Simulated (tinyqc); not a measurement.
Tight binding, kagome lattice, step by step. Computed by tinyqc, a small Python program that keeps every step. Settings: t1 = 1.11, t2 = 1.11, delta = -0.77, bands filled = 1. Command: `OMP_NUM_THREADS=1 python tinyqc.py 30164 30165 out.jsonl` (the two numbers bound the seeds that draw the settings). One thread of a shared host (Intel(R) Xeon(R) Processor @ 2.60GHz), about 0.01 s of CPU time with the checks.

## Bloch Hamiltonian at k

Parameters chosen for this model:
```
parameter      value                unit
t1          1.110000    eV, up triangles
t2          1.110000  eV, down triangles
delta      -0.770000        eV on site C
```

k point k (fractions of the reciprocal vectors): 0.5000  0.3400

H_AB = -t1 - t2 exp(-i k.a1), H_AC = -t1 - t2 exp(-i k.a2), H_BC = -t1 - t2 exp(i k.(a1 - a2)), H_CC = delta.

H(k) at k (eV):
```
                 A                B                C
A           0.0000           0.0000  -0.5152+0.9372i
B           0.0000           0.0000  -1.7048-0.9372i
C  -0.5152-0.9372i  -1.7048+0.9372i          -0.7700
```

## Levels at k

Diagonalise the Hermitian matrix.

eigenvalues (eV): -2.6381  0.0000  1.8681

weights |c|^2 of the basis functions:
```
   band 1  band 2  band 3
A  0.0962  0.7679  0.1359
B  0.3183  0.2321  0.4496
C  0.5854  0.0000  0.4146
```

## Bloch Hamiltonian at K

k point K (fractions of the reciprocal vectors): 0.3333  0.6667

As before.

H(k) at K (eV):
```
                 A                B                C
A           0.0000  -0.5550+0.9613i  -0.5550-0.9613i
B  -0.5550-0.9613i           0.0000  -0.5550+0.9613i
C  -0.5550+0.9613i  -0.5550-0.9613i          -0.7700
```

## Levels at K

As before.

eigenvalues (eV): -1.6597  -1.1100  1.9997

weights |c|^2 of the basis functions:
```
   band 1  band 2  band 3
A  0.1216  0.5000  0.3784
B  0.1216  0.5000  0.3784
C  0.7569  0.0000  0.2431
```

## Bands along a path

The same steps at evenly spaced points between the labelled ones.

Bands along the path (eV):
```
k           band 1   band 2  band 3
G          -4.7172   1.7272  2.2200
G-K 0.20   -4.5224   1.5699  2.1826
G-K 0.40   -3.9712   1.0693  2.1319
G-K 0.60   -3.1572   0.2938  2.0934
G-K 0.80   -2.2269  -0.5958  2.0526
K          -1.6597  -1.1100  1.9997
K-M 0.20   -1.9379  -0.7998  1.9678
K-M 0.40   -2.2271  -0.4767  1.9338
K-M 0.60   -2.4509  -0.2206  1.9015
K-M 0.80   -2.5907  -0.0566  1.8773
M          -2.6381        0  1.8681
M-K' 0.20  -2.5907  -0.0566  1.8773
M-K' 0.40  -2.4509  -0.2206  1.9015
M-K' 0.60  -2.2271  -0.4767  1.9338
M-K' 0.80  -1.9379  -0.7998  1.9678
K'         -1.6597  -1.1100  1.9997
```

With 1 band(s) filled, the highest filled level on these points lies at K and the lowest empty one at K: a gap of 0.5497 eV, direct.
